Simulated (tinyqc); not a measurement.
# Transit time and capacitance from two cut-off frequencies

Inverse problem. 1/(2 pi fT) = tauF + Vt C/JC, C the sum of the junction capacitances per area. Find C, tauF and the limit of fT at high current.

Values chosen for this exercise:
```
symbol,value,unit,meaning
T,250,K,temperature
```

Constants: q = 1.602176634e-19 C, kB = 1.380649e-23 J/K, Vt = kB T/q. Results are converted to the units shown.

JC (mA/um^2): [0.026, 0.23]
fT (GHz): [22.469189, 59.362620]

Solution. The delay is a straight line in 1/JC with slope Vt C and intercept tauF.

C = 5.99 fF/um^2
tauF = 2.12 ps
limit of fT = 75.1 GHz

Numbers from tinyqc (`OMP_NUM_THREADS=1 python tinyqc.py 2320066 2320067 out.jsonl`; about 0.01 s on one thread of a shared Intel Xeon 2.30GHz).
